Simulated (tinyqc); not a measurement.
Inside a calculation. Method: plane-wave Kohn-Sham cycle with exchange-only LDA in a layered model solid. Computed by tinyqc, a small Python program that keeps every step. Settings: points = 16, plane-wave index or count = 2, electrons = 2, k points = 1, area = 27.0, mixing = 1.0, iteration cap = 62. Command: `OMP_NUM_THREADS=1 python tinyqc.py 22213 22214 out.jsonl` (the two numbers bound the seeds that draw the settings). One thread of a shared host (Intel(R) Xeon(R) Processor @ 2.60GHz), about 0.02 s of CPU time with the checks. Later iterations appear only in the table of the cycle.

## Iteration 1: potential

A solid whose potential varies along x alone (atomic units):
```
parameter                      value
period a                   15.300000
cross-section of the cell  27.000000
electrons per cell                 2
grid points                       16
plane waves -n..n, n               2
k points                           1
V1 in V1 cos(2 pi x/a)     -0.800000
V2 in V2 cos(4 pi x/a)      0.100000
```

density at the start, on the grid x_j = j a/N (e/bohr^3): 0.004841  0.004841  0.004841  0.004841  0.004841  0.004841  0.004841  0.004841  0.004841  0.004841  0.004841  0.004841  0.004841  0.004841  0.004841  0.004841

V_H(G) = 4 pi rho(G)/G^2 for G != 0 (uniform background); v_x = -(3 rho/pi)^(1/3); V = V_ext + V_H + v_x; Fourier components f(G_m) = (1/N) sum_j f(x_j) exp(-i G_m x_j).

Potentials on the grid (hartree):
```
x          V_ext     V_H      v_x        V
0.0000   -0.7000  0.0000  -0.1666  -0.8666
0.9563   -0.6684  0.0000  -0.1666  -0.8350
1.9125   -0.5657  0.0000  -0.1666  -0.7323
2.8687   -0.3769  0.0000  -0.1666  -0.5434
3.8250   -0.1000  0.0000  -0.1666  -0.2666
4.7812    0.2354  0.0000  -0.1666   0.0688
5.7375    0.5657  0.0000  -0.1666   0.3991
6.6937    0.8098  0.0000  -0.1666   0.6432
7.6500    0.9000  0.0000  -0.1666   0.7334
8.6062    0.8098  0.0000  -0.1666   0.6432
9.5625    0.5657  0.0000  -0.1666   0.3991
10.5188   0.2354  0.0000  -0.1666   0.0688
11.4750  -0.1000  0.0000  -0.1666  -0.2666
12.4313  -0.3769  0.0000  -0.1666  -0.5434
13.3875  -0.5657  0.0000  -0.1666  -0.7323
14.3438  -0.6684  0.0000  -0.1666  -0.8350
```

V(G_m), m = 0, 1, 2, ... (hartree): -0.1666  -0.4000  0.0500  0.0000  0.0000

## Iteration 1: Hamiltonian at one k

k = 0.0000 2 pi / a

H(m,m') = (k + G_m)^2/2 delta + V(G_m - G_m'), with V(-G) = V(G).

H (hartree):
```
         -2       -1       +0       +1       +2
-2   0.1707  -0.4000   0.0500   0.0000   0.0000
-1  -0.4000  -0.0823  -0.4000   0.0500   0.0000
+0   0.0500  -0.4000  -0.1666  -0.4000   0.0500
+1   0.0000   0.0500  -0.4000  -0.0823  -0.4000
+2   0.0000   0.0000   0.0500  -0.4000   0.1707
```

## Iteration 1: levels at that k

Diagonalise the Hermitian matrix.

eigenvalues (hartree): -0.7259  -0.4085  -0.0099  0.4469  0.7077

## Iteration 1: new density

Motion across x is left out: the lowest 1 band(s) hold two electrons at each of the k points (j + 1/2)/nk - 1/2. Residual R = rho(out) - rho(in); rho(new) = rho(in) + 1 R. rho(out) = 2/(a A nk) sum |psi|^2 with psi = sum c exp(i G x). Harris energy E = band energy - dV sum rho (V_H/2 + v_x) + (3/4) dV sum rho v_x with rho(in), dV = a A/N, band energy = (2/nk) sum of the filled levels.

rho(out) (e/bohr^3): 0.019724  0.016337  0.009039  0.003021  0.000456  0.000007  0.000003  0.000002  0.000013  0.000002  0.000003  0.000007  0.000456  0.003021  0.009039  0.016337

density after iteration 1 (e/bohr^3): 0.019724  0.016337  0.009039  0.003021  0.000456  0.000007  0.000003  0.000002  0.000013  0.000002  0.000003  0.000007  0.000456  0.003021  0.009039  0.016337

energy per cell = -1.368560 hartree

## Iteration 2: potential

As before.

Potentials on the grid (hartree):
```
x          V_ext      V_H      v_x        V
0.0000   -0.7000   0.7087  -0.2661  -0.2573
0.9563   -0.6684   0.6266  -0.2499  -0.2916
1.9125   -0.5657   0.4163  -0.2051  -0.3545
2.8687   -0.3769   0.1564  -0.1424  -0.3628
3.8250   -0.1000  -0.0862  -0.0758  -0.2620
4.7812    0.2354  -0.2803  -0.0185  -0.0634
5.7375    0.5657  -0.4193  -0.0141   0.1323
6.6937    0.8098  -0.5027  -0.0121   0.2951
7.6500    0.9000  -0.5304  -0.0230   0.3466
8.6062    0.8098  -0.5027  -0.0121   0.2951
9.5625    0.5657  -0.4193  -0.0141   0.1323
10.5188   0.2354  -0.2803  -0.0185  -0.0634
11.4750  -0.1000  -0.0862  -0.0758  -0.2620
12.4313  -0.3769   0.1564  -0.1424  -0.3628
13.3875  -0.5657   0.4163  -0.2051  -0.3545
14.3438  -0.6684   0.6266  -0.2499  -0.2916
```

V(G_m), m = 0, 1, 2, ... (hartree): -0.1078  -0.1628  0.0763  0.0118  0.0006

## Iteration 2: Hamiltonian at one k

k = 0.0000 2 pi / a

As before.

H (hartree):
```
         -2       -1       +0       +1       +2
-2   0.2295  -0.1628   0.0763   0.0118   0.0006
-1  -0.1628  -0.0235  -0.1628   0.0763   0.0118
+0   0.0763  -0.1628  -0.1078  -0.1628   0.0763
+1   0.0118   0.0763  -0.1628  -0.0235  -0.1628
+2   0.0006   0.0118   0.0763  -0.1628   0.2295
```

## Iteration 2: levels at that k

As before.

eigenvalues (hartree): -0.2714  -0.1753  0.0375  0.3044  0.4090

## Iteration 2: new density

As before.

rho(out) (e/bohr^3): 0.012900  0.011941  0.009411  0.006181  0.003233  0.001227  0.000271  0.000016  0.000000  0.000016  0.000271  0.001227  0.003233  0.006181  0.009411  0.011941

density after iteration 2 (e/bohr^3): 0.012900  0.011941  0.009411  0.006181  0.003233  0.001227  0.000271  0.000016  0.000000  0.000016  0.000271  0.001227  0.003233  0.006181  0.009411  0.011941

energy per cell = -0.979182 hartree

## Convergence

Stop when sqrt(dV sum R^2) is below 1e-8, dV = a A/N.

Course of the cycle:
```
iteration  E (hartree)  norm of the residual
1            -1.368560              1.37e-01
2            -0.979182              5.66e-02
3            -0.969376              2.61e-02
4            -0.965625              1.30e-02
5            -0.964901              6.65e-03
6            -0.964685              3.38e-03
7            -0.964633              1.73e-03
8            -0.964619              8.82e-04
9            -0.964615              4.50e-04
10           -0.964614              2.30e-04
11           -0.964614              1.17e-04
...                ...                   ...
52           -1.548225              2.24e-01
53           -1.548225              2.24e-01
54           -1.548225              2.24e-01
55           -1.548225              2.24e-01
56           -1.548225              2.24e-01
57           -1.548225              2.24e-01
58           -1.548225              2.24e-01
59           -1.548225              2.24e-01
60           -1.548225              2.24e-01
61           -1.548225              2.24e-01
62           -1.548225              2.24e-01
```

Not converged within 62 iterations: the residual has stopped falling. Reruns (cap 100 unless said): mixing 0.1: not converged; mixing 0.5, Kerker q0 1.0: not converged; mixing 0.3, Pulay depth 5: converged in 11 (E = -0.96461); the original settings with a cap of 400: not converged.
